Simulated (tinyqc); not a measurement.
# Undoped symmetric double-gate MOSFET, analytic potential model: effect of the insulator thickness

An undoped body of thickness ts between two equal insulators and tied gates; long channel, electrons only, n = ni exp((psi - V)/Vt) with V the quasi-Fermi potential (0 at the source, Vd at the drain), constant mobility, no quantisation. Across the body psi(x) = V - 2 Vt ln[(ts/(2 beta)) sqrt(q ni/(2 eps0 eps_r Vt)) cos(2 beta x/ts)], x from the centre. Q is the electron charge per area of the whole body.

ni = sqrt(Nc Nv) exp(-Eg/(2 Vt)), Eg in volts; r = eps_r tox/(eox ts); V0 = dphi + 2 Vt ln[(2/ts) sqrt(2 eps0 eps_r Vt/(q ni))]. beta (between 0 and pi/2) solves (Vg - V0 - V)/(2 Vt) = ln(beta) - ln(cos beta) + 2 r beta tan(beta). Q = 8 eps0 eps_r Vt beta tan(beta)/ts; I = mu (1/L)(4 eps0 eps_r/ts)(2 Vt)^2 [g(beta_s) - g(beta_d)] per width, g = beta tan(beta) - beta^2/2 + r beta^2 tan^2(beta), with beta_s at V = 0 and beta_d at V = Vd.  I(low) is taken at Vg = 0.29 V, Qs and I(high) at Vg = 1.04 V.

Inputs (values chosen for the exercise); material values close to those of silicon: temperature T = 300 K; band gap Eg = 1.11 eV; relative permittivity of the semiconductor eps_r = 11.9; conduction-band density of states at T Nc = 2.78e19 cm^-3; valence-band density of states at T Nv = 2.67e19 cm^-3; relative permittivity of the gate insulator eox = 25.3; body thickness ts = 5 nm; gate work function less that of the intrinsic body dphi = 0.03 V; channel mobility mu = 110 cm^2/(V s); gate length L = 1 um; drain voltage Vd = 0.3 V.

Constants: q = 1.602176634e-19 C, kB = 1.380649e-23 J/K, Vt = kB T/q, eps0 = 8.8541878128e-14 F/cm where lengths are in cm. Results are converted to the units shown.

The same in every row: V0 (V) = 0.5434.

Results:
```
tox (nm)  I(low) (nA/um)  Qs(high) (nC/cm^2)  I(high) (uA/um)
1.4              0.06871             1.061e4            220.0
2                0.06871                7783            164.7
2.8              0.06871                5800            124.9
4.1              0.06871                4148            90.92
5.9              0.06871                3006            66.90
12               0.06871                1593            36.36
```

Estimate the missing row, tox = 8.5 nm.

Computed row:
```
tox (nm)  I(low) (nA/um)  Qs(high) (nC/cm^2)  I(high) (uA/um)
8.5              0.06871                2171            48.98
```

With this row back in the table: As tox goes from 1.4 to 12 nm, I(low) stays near 0.0687 nA/um and I(high) falls from 220 to 36.4 uA/um. On average I(low) is independent of tox and I(high) goes as tox^(-0.84). Below threshold no voltage drops over the insulator in this long-channel model, so its thickness does not matter there. In every row the surface density at the source at the higher gate voltage passes 0.3 Nc, where Boltzmann statistics fail. In every row the body is thin enough for quantum confinement, left out here, to raise the threshold.

tinyqc, about 0.03 s, one thread, Intel Xeon 2.30GHz (shared host): `OMP_NUM_THREADS=1 python tinyqc.py 2440171 2440172 out.jsonl`
